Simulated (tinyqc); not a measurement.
Charge-trap memory cell: one step of the calculation.

Channel, tunnel oxide, storage layer, blocking layer, gate. N electrons per area sit in a sheet at the centroid and shift the threshold by U = (q/eps0) N (tb/eb + xc tn/en). EOT = t1 + 3.9 (tn/en + tb/eb); tunnel field F = (Vg - U)/EOT; dN/dt = eta (J/q)(1 - N/Nm). Fowler-Nordheim: J = A F^2 exp(-B/F), A = q^2/(16 pi^2 hbar mo phi) (times 1e14 for A/cm^2 with F in V/nm, emitter mass m0), B = (4/3) sqrt(mo/C) phi^1.5, C = hbar^2/(2 m0).

Task. Constants of the stack. EOT, the shift for 1e12 electrons per cm^2, the shift with all traps full, and the starting field, current and rate.

Inputs (values chosen for the exercise); oxide values close to those of silicon dioxide, storage layer close to silicon nitride, blocking layer close to silicon dioxide: tunnel barrier phi = 3.08 eV; tunnelling mass mo = 0.41 m0; tunnel oxide (permittivity 3.9) t1 = 4.2 nm; storage layer tn = 7.3 nm; its relative permittivity en = 7.4; blocking layer tb = 5.2 nm; its relative permittivity eb = 3.9; charge centroid, share of tn counted from the blocking side xc = 0.59; capture efficiency of an empty layer eta = 0.81; trap density Nm = 1.1e13 cm^-2; gate voltage less flat band and surface potential Vg = 14.5 V.

Constants: q = 1.602176634e-19 C, hbar = 1.054571817e-34 J s, m0 = 9.1093837015e-31 kg, eps0 = 8.8541878128e-14 F/cm where lengths are in cm, hbar^2/(2 m0) = 0.0380998212 eV nm^2. Results are converted to the units shown.

Find: EOT; shift for 1e12 cm^-2; shift with all traps full; F(0); J(0); dN/dt at the start.

Result.

EOT = 13.25 nm
shift for 1e12 cm^-2 = 0.3466 V
shift with all traps full = 3.812 V
F(0) = 1.095 V/nm
J(0) = 0.06085 A/cm^2
dN/dt at the start = 3.077e17 cm^-2 s^-1

Range of the model: The Fowler-Nordheim form needs F t1 above phi; trap-assisted paths and leakage through the blocking layer are left out.

Computed by the program tinyqc: `OMP_NUM_THREADS=1 python tinyqc.py 2130060 2130061 out.jsonl`, one thread of a shared Intel Xeon 2.30GHz, about 0.06 s for the whole run.
